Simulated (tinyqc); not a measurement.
Double-gate transistor, scale length and short-channel effects: one step of the calculation.

A body of thickness ts between two insulators of thickness ti and two tied gates. Below threshold the potential that source and drain add obeys Laplace's equation and vanishes on the gate. Its lowest mode decays along the channel as exp(-k y); k is the smallest positive root of the matching condition at the interface, and the scale length is Lambda = pi/k.

Question. Scan of the matching condition. f(k) = ei cos(k ti) cos(k ts/2) - eps_r sin(k ti) sin(k ts/2).

Parameters, values chosen for the exercise; permittivities: semiconductor close to that of silicon, insulator close to that of silicon dioxide:
- eps_r = 11.8 (relative permittivity of the semiconductor)
- ei = 3.84 (relative permittivity of the insulator)
- ti = 2.2 nm (insulator thickness)
- ts = 9.3 nm (body thickness)

k, point 0 to 7 (1/nm): 0.02625  0.0525  0.07875  0.105  0.13125  0.1575  0.18375  0.21

Find: f(k).

Answer.

f(k), point 0 to 7: 3.722  3.373  2.803  2.034  1.091  0.006  -1.182  -2.433

The first change of sign lies between k = 0.1575 and 0.18375 1/nm.

Computed by the program tinyqc: `OMP_NUM_THREADS=1 python tinyqc.py 2420122 2420123 out.jsonl`, one thread of a shared Intel Xeon 2.30GHz, about 0.01 s for the whole run.
